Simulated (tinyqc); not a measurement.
Long-channel MOSFET, surface-potential model: one step of the calculation.

n-channel transistor on a uniformly doped p-type body, gradual-channel approximation, constant mobility, Boltzmann statistics, full ionisation. Potentials are counted from the neutral body; V is the electron quasi-Fermi potential, Vsb at the source and Vsb + Vds at the drain. Charges are magnitudes per area.

Task. Inversion charge along the channel. The surface potential psi at channel potential V solves Vgs + Vsb - Vfb - psi = gamma sqrt(G), G = psi - Vt + Vt exp((psi - 2 phiF - V)/Vt). Charge sheet: Qi = Cox gamma [sqrt(G) - sqrt(psi - Vt)]. Pao-Sah: Qi = (Cox gamma/2) integral from 3 Vt to psi of exp((u - 2 phiF - V)/Vt)/sqrt(G(u, V)) du.

Inputs (values chosen for the exercise); material values those of a made-up semiconductor: temperature T = 325 K; flat-band voltage Vfb = -1.12 V; source-body reverse bias Vsb = 0 V; gate-source voltage Vgs = 0.79 V.

Constants: q = 1.602176634e-19 C, kB = 1.380649e-23 J/K, Vt = kB T/q. Results are converted to the units shown.

V, point 0 to 6 (V): 0  0.083333333  0.16666667  0.25  0.33333333  0.41666667  0.5
phiF = 0.58321573 V
Cox = 0.50673198 uF/cm^2
gamma = 0.60329266 V^0.5

Give: psi; Qi, charge sheet; Qi, Pao-Sah.

Result.

```
point  psi (V)  Qi, charge sheet (nC/cm^2)  Qi, Pao-Sah (nC/cm^2)
0       1.2132                      20.274                 20.519
1       1.2403                      2.7617                 2.7947
2       1.2443                     0.16305                0.16499
3       1.2446                   0.0083913              0.0084915
4       1.2446                   4.2833e-4              4.3344e-4
5       1.2446                   2.1854e-5              2.2115e-5
6       1.2446                   1.1150e-6              1.1283e-6
```

At the source the charge-sheet charge is 1.2 % below the Pao-Sah one.

Computed by the program tinyqc: `OMP_NUM_THREADS=1 python tinyqc.py 2360120 2360121 out.jsonl`, one thread of a shared Intel Xeon 2.30GHz, about 0.07 s for the whole run.
